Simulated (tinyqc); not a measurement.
Coupled-perturbed Hartree-Fock on RHF in the 6-311g basis, for HeH+, spin multiplicity 1, step by step. The polarisability along this axis is zero because the basis has no function that the field can mix in; the real value is not. One step of it, computed by the program tinyqc.

Question. Orthogonalisation. S = U s U^T; canonical form X = U s^(-1/2), so that X^T S X = 1. Each column of U has its largest component positive (the first on a tie).

overlap S, order 1He 1s, 1He 2s, 1He 3s, 2H 1s, 2H 2s, 2H 3s:
```
[[1.000000, 0.680472, 0.328596, 0.013993, 0.106153, 0.116996],
 [0.680472, 1.000000, 0.751574, 0.098111, 0.295248, 0.320723],
 [0.328596, 0.751574, 1.000000, 0.250637, 0.532551, 0.634358],
 [0.013993, 0.098111, 0.250637, 1.000000, 0.706377, 0.373664],
 [0.106153, 0.295248, 0.532551, 0.706377, 1.000000, 0.788963],
 [0.116996, 0.320723, 0.634358, 0.373664, 0.788963, 1.000000]]
```

Give: eigenvalues of S; X.

Answer.

eigenvalues of S: [0.0883, 0.1295, 0.4135, 0.7065, 1.5635, 3.0987]

X, order 1He 1s, 1He 2s, 1He 3s, 2H 1s, 2H 2s, 2H 3s:
```
[[0.7032, -0.7232, 0.7942, 0.5823, 0.4531, 0.1473],
 [-1.6198, 1.3737, -0.5158, 0.0274, 0.3974, 0.2318],
 [1.4903, -1.1853, -0.7147, -0.4600, 0.1344, 0.2742],
 [-0.8431, -0.8514, -0.5219, 0.7740, -0.3629, 0.1810],
 [1.6275, 1.6510, 0.3212, 0.0940, -0.3007, 0.2682],
 [-1.6203, -0.6760, 0.7971, -0.5060, -0.1902, 0.2596]]
```
